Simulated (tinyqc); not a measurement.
Four-point probe, van der Pauw, Hall and spreading-resistance readings of a semiconductor layer: one step, computed by the program tinyqc.

The layer is uniform and ohmic; contacts are points unless a radius is given.

Problem. Resistivity and sheet resistance. rho = 1/(e n mu); R_s = rho/t.

Inputs (values chosen for the exercise, modelled on p-type silicon): carrier density n = 1.4e+15 1/cm^3; drift mobility mu = 406 cm^2/(V s); layer thickness t = 1800 micrometre.

Backing of the layer: conducting.

Constants: e = 1.602176634e-19 C.

Give: resistivity rho; sheet resistance R_s.

Solution.

resistivity rho = 10.98 ohm cm

sheet resistance R_s = 61.00 ohm/square
